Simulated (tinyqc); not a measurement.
Inside a calculation. Method: empirical pseudopotential in a few plane waves. Computed by tinyqc, a small Python program that keeps every step. Settings: plane-wave index or count = 15. Command: `OMP_NUM_THREADS=1 python tinyqc.py 26505 26506 out.jsonl` (the two numbers bound the seeds that draw the settings). One thread of a shared host (Intel(R) Xeon(R) Processor @ 2.60GHz), about 0.2 s of CPU time with the checks.

## Bloch Hamiltonian at G

Parameters chosen for this model: fcc lattice, atoms at +/- a/8 (1,1,1); form factors in rydberg at |G|^2 in units of (2 pi/a)^2:
```
parameter                 value      unit
a                      6.330000  angstrom
VS(3)                 -0.193000        Ry
VS(8)                  0.002000        Ry
VS(11)                 0.050000        Ry
VA(3)                         0        Ry
VA(4)                         0        Ry
VA(11)                        0        Ry
hbar^2/2m (2 pi/a)^2   3.753836        eV
```

k point G (2 pi / a): 0  0  0

Basis: the 15 shortest G (labels in 2 pi/a), the same at every k. H(G,G') = c |k + G|^2 delta + VS(|G-G'|^2) cos((G-G').tau) + i VA sin((G-G').tau), tau = a/8 (1,1,1); 1 Ry = 13.605693 eV.

H(k) at G (eV):
```
           +0+0+0     -1-1-1     -1-1+1     -1+1-1     -1+1+1     +1-1-1     +1-1+1     +1+1-1
+0+0+0   0.000000   1.856791  -1.856791  -1.856791  -1.856791  -1.856791  -1.856791  -1.856791
-1-1-1   1.856791  11.261507   0.000000   0.000000  -0.027211   0.000000  -0.027211  -0.027211
-1-1+1  -1.856791   0.000000  11.261507   0.027211   0.000000   0.027211   0.000000   0.000000
-1+1-1  -1.856791   0.000000   0.027211  11.261507   0.000000   0.027211   0.000000   0.000000
-1+1+1  -1.856791  -0.027211   0.000000   0.000000  11.261507   0.000000   0.027211   0.027211
+1-1-1  -1.856791   0.000000   0.027211   0.027211   0.000000  11.261507   0.000000   0.000000
+1-1+1  -1.856791  -0.027211   0.000000   0.000000   0.027211   0.000000  11.261507   0.027211
+1+1-1  -1.856791  -0.027211   0.000000   0.000000   0.027211   0.000000   0.027211  11.261507
+1+1+1   1.856791   0.000000  -0.027211  -0.027211   0.000000  -0.027211   0.000000   0.000000
-2+0+0   0.000000  -1.856791  -1.856791  -1.856791   1.856791   0.481034  -0.481034  -0.481034
+0-2+0   0.000000  -1.856791  -1.856791   0.481034  -0.481034  -1.856791   1.856791  -0.481034
+0+0-2   0.000000  -1.856791   0.481034  -1.856791  -0.481034  -1.856791  -0.481034   1.856791
+0+0+2   0.000000  -0.481034   1.856791  -0.481034  -1.856791  -0.481034  -1.856791   0.481034
+0+2+0   0.000000  -0.481034  -0.481034   1.856791  -1.856791  -0.481034   0.481034  -1.856791
+2+0+0   0.000000  -0.481034  -0.481034  -0.481034   0.481034   1.856791  -1.856791  -1.856791

           +1+1+1     -2+0+0     +0-2+0     +0+0-2     +0+0+2     +0+2+0     +2+0+0
+0+0+0   1.856791   0.000000   0.000000   0.000000   0.000000   0.000000   0.000000
-1-1-1   0.000000  -1.856791  -1.856791  -1.856791  -0.481034  -0.481034  -0.481034
-1-1+1  -0.027211  -1.856791  -1.856791   0.481034   1.856791  -0.481034  -0.481034
-1+1-1  -0.027211  -1.856791   0.481034  -1.856791  -0.481034   1.856791  -0.481034
-1+1+1   0.000000   1.856791  -0.481034  -0.481034  -1.856791  -1.856791   0.481034
+1-1-1  -0.027211   0.481034  -1.856791  -1.856791  -0.481034  -0.481034   1.856791
+1-1+1   0.000000  -0.481034   1.856791  -0.481034  -1.856791   0.481034  -1.856791
+1+1-1   0.000000  -0.481034  -0.481034   1.856791   0.481034  -1.856791  -1.856791
+1+1+1  11.261507  -0.481034  -0.481034  -0.481034  -1.856791  -1.856791  -1.856791
-2+0+0  -0.481034  15.015342   0.027211   0.027211  -0.027211  -0.027211   0.000000
+0-2+0  -0.481034   0.027211  15.015342   0.027211  -0.027211   0.000000  -0.027211
+0+0-2  -0.481034   0.027211   0.027211  15.015342   0.000000  -0.027211  -0.027211
+0+0+2  -1.856791  -0.027211  -0.027211   0.000000  15.015342   0.027211   0.027211
+0+2+0  -1.856791  -0.027211   0.000000  -0.027211   0.027211  15.015342   0.027211
+2+0+0  -1.856791   0.000000  -0.027211  -0.027211   0.027211   0.027211  15.015342
```

## Levels at G

Diagonalise the Hermitian matrix.

eigenvalues (eV): -2.058118  8.081429  8.081429  8.081429  8.106622  11.234295  11.234295  11.234295  13.401259  14.960919  14.960919  18.168208  18.168208  18.168208  18.360707

## Bands along a path

The same steps at evenly spaced points between the labelled ones.

Bands along the path (eV), lowest eight:
```
k            band 1    band 2    band 3    band 4     band 5     band 6     band 7     band 8
L         -0.229121  2.302696  7.458561  7.458561   8.842354  12.091168  12.091168  14.339367
L-G 0.25  -0.820826  3.108645  7.463840  7.463840   8.916488  12.014183  12.014183  14.538705
L-G 0.50  -1.476087  4.555231  7.651377  7.651377   9.214060  11.938115  11.938115  12.803793
L-G 0.75  -1.909483  6.292708  7.929484  7.929484   9.324777  11.362543  11.517616  11.517616
G         -2.058118  8.081429  8.081429  8.081429   8.106622  11.234295  11.234295  11.234295
G-X 0.25  -1.859220  6.169786  7.662265  7.662265  10.004017  10.525173  11.962129  11.962129
G-X 0.50  -1.267865  4.380591  7.003894  7.003894   9.708440  10.706351  13.530438  13.530438
G-X 0.75  -0.301025  2.754014  6.583656  6.583656   9.344427   9.792484  15.445388  15.445388
X          1.010499  1.331522  6.534088  6.534088   9.130586   9.534084  17.610649  17.610649
```

With 4 band(s) filled, the highest filled level on these points lies at G and the lowest empty one at G: a gap of 0.0252 eV, direct. This holds for the small fixed basis; with all plane waves up to |k + G|^2 = 21 (2 pi/a)^2 the gap along the path is 0.70 eV.

## Convergence with the number of plane waves

Levels at G counted from the fourth one.

Levels (eV):
```
plane waves     level 1   level 5   level 8
9            -13.292414         0  0.108846
15           -10.139548  0.025192  3.152866
27            -9.658328  0.522281  2.944765
51            -9.580973  0.681125  3.114640
59            -9.597116  0.707238  3.000836
65            -9.607842  0.707238  2.983666
89            -9.593336  0.702657  2.993027
```
